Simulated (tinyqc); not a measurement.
p-n heterojunction, non-linear Poisson equation by Newton steps, Boltzmann statistics: one step of the calculation.

One dimension, material 1 (p-type) at x < 0 and material 2 (n-type) at x > 0. Band edges: Ec = -psi in material 1 and -psi + dEc in material 2, Ev = Ec - Eg. Flat quasi-Fermi levels: 0 for holes, +V for electrons. n = Nc F((EFn - Ec)/Vt), p = Nv F((Ev - EFp)/Vt), with F(eta) = exp(eta) (Boltzmann statistics); full ionisation, no interface charge, classical densities; the doping types are chosen for the exercise.

Task. Newton step. Solve the tridiagonal system a_(i-1) d_(i-1) + b_i d_i + a_i d_(i+1) = -F_i for nodes 1 to 11, with d = 0 on fixed nodes. If the largest |d| exceeds 4 Vt, the whole step is scaled down so that it equals 4 Vt.

Parameters, values chosen for the exercise: temperature T = 300 K.

Constants: q = 1.602176634e-19 C, kB = 1.380649e-23 J/K, Vt = kB T/q. Results are converted to the units shown.

| interval | coupling a_i (F/cm^2) |
|---|---|
| 0 | 1.5141944e-6 |
| 1 | 1.8013692e-6 |
| 2 | 2.0895883e-6 |
| 3 | 2.4583392e-6 |
| 4 | 2.9102901e-6 |
| 5 | 3.4143600e-6 |
| 6 | 4.0184391e-6 |
| 7 | 2.1949457e-6 |
| 8 | 1.1954167e-6 |
| 9 | 6.5299635e-7 |
| 10 | 3.5780622e-7 |
| 11 | 1.9348040e-7 |

| node | diagonal b (F/cm^2) | residual F (C/cm^2) |
|---|---|---|
| 1 | -8.0436432e-6 | -1.5311525e-7 |
| 2 | -4.8719873e-6 | -1.5535177e-7 |
| 3 | -4.6057968e-6 | -1.0655221e-7 |
| 4 | -5.3694653e-6 | -7.0279553e-8 |
| 5 | -6.3246549e-6 | -7.8600375e-8 |
| 6 | -7.4327991e-6 | -1.0976261e-7 |
| 7 | -6.2133848e-6 | -1.5280254e-8 |
| 8 | -3.3903832e-6 | -1.3183368e-7 |
| 9 | -1.9815201e-6 | -1.0161999e-7 |
| 10 | -6.5556377e-6 | -9.1375304e-9 |
| 11 | -1.3674128e-5 | -1.6489452e-9 |

| node | psi at the start (V) |
|---|---|
| 0 | -1.0832933 |
| 1 | -1.0596359 |
| 2 | -1.0231687 |
| 3 | -0.9540018 |
| 4 | -0.8487340 |
| 5 | -0.7192284 |
| 6 | -0.5850553 |
| 7 | -0.4645165 |
| 8 | -0.2644990 |
| 9 | -0.0536607 |
| 10 | 0.0271732 |
| 11 | 0.0336707 |
| 12 | 0.0337214 |

Give: Newton step d, before damping; psi after iteration 1.

Result.

| node | Newton step d, before damping (V) |
|---|---|
| 1 | -0.06702 |
| 2 | -0.21427 |
| 3 | -0.36745 |
| 4 | -0.46297 |
| 5 | -0.51964 |
| 6 | -0.54492 |
| 7 | -0.53908 |
| 8 | -0.52144 |
| 9 | -0.37877 |
| 10 | -0.03919 |
| 11 | -0.00115 |

| node | psi after iteration 1 (V) |
|---|---|
| 0 | -1.0833 |
| 1 | -1.0724 |
| 2 | -1.0638 |
| 3 | -1.0237 |
| 4 | -0.9366 |
| 5 | -0.8178 |
| 6 | -0.6885 |
| 7 | -0.5668 |
| 8 | -0.3635 |
| 9 | -0.1255 |
| 10 | 0.0197 |
| 11 | 0.0335 |
| 12 | 0.0337 |

tinyqc, about 0.02 s, one thread, Intel Xeon 2.30GHz (shared host): `OMP_NUM_THREADS=1 python tinyqc.py 2040025 2040026 out.jsonl`
